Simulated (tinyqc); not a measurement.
Closing and inverting the gap: three-level Kane dispersion of a narrow-gap semiconductor.

Zero of energy at Gamma8, c = hbar^2/2m0, P^2 = Ep c. The free-electron term and remote bands are left out, so the heavy holes are flat at E = 0 and the other three bands obey E (E - Eg)(E + Dso) = P^2 k^2 (E + 2 Dso/3). The conduction band is the highest root; its edge is Ec = max(Eg, 0).

Constants: hbar^2/2m0 = 3.80998211 eV angstrom^2.

Parameters, chosen for this exercise (out of a larger set: a gap close to zero; not measured data): Dso = 0.96 eV (spin-orbit splitting); Ep = 18.8 eV (Kane energy); k = 0.036 1/angstrom (wave vector).

Eg is varied at fixed k, Dso and Ep. Edge mass: Eg (Eg + Dso)/(Ep (Eg + 2 Dso/3)) for Eg > 0, 3 |Eg|/(2 Ep) for Eg < 0. The Gamma6 weight of the conduction state is 1/(1 + P^2 k^2 [(2/3)/E^2 + (1/3)/(E + Dso)^2]).

Results:

| Eg (eV) | m0* | highest root (eV) | middle (eV) | lowest (eV) | E - Ec (meV) | Gamma6 weight |
|---|---|---|---|---|---|---|
| -0.300 | 0.02394 | 0.1475 | -0.3996 | -1.0079 | 147.5 | 0.258 |
| -0.150 | 0.01197 | 0.1947 | -0.3054 | -0.9993 | 194.7 | 0.376 |
| -0.060 | 0.00479 | 0.2323 | -0.2569 | -0.9954 | 232.3 | 0.461 |
| -0.015 | 0.00120 | 0.2541 | -0.2353 | -0.9938 | 254.1 | 0.505 |
| 0.015 | 0.00119 | 0.2697 | -0.2219 | -0.9927 | 254.7 | 0.534 |
| 0.060 | 0.00465 | 0.2947 | -0.2034 | -0.9913 | 234.7 | 0.577 |
| 0.150 | 0.01121 | 0.3503 | -0.1715 | -0.9888 | 200.3 | 0.657 |
| 0.300 | 0.02139 | 0.4572 | -0.1319 | -0.9853 | 157.2 | 0.763 |

The edge mass vanishes with |Eg| from both sides, yet the kinetic energy at this k stays finite, at most 254.7 meV in the table; at Eg = 0 the two-level form, without the split-off band, gives the linear value sqrt(2/3) P k = 248.8 meV. The Gamma6 weight of the conduction state goes smoothly from 0.26 to 0.76 and is 0.51 and 0.53 in the two rows next to Eg = 0: at finite k nothing jumps at the inversion.

tinyqc: `OMP_NUM_THREADS=1 python tinyqc.py 1080344 1080345 out.jsonl`; about 0.01 s, one thread, shared Intel(R) Xeon(R) Processor @ 2.30GHz.
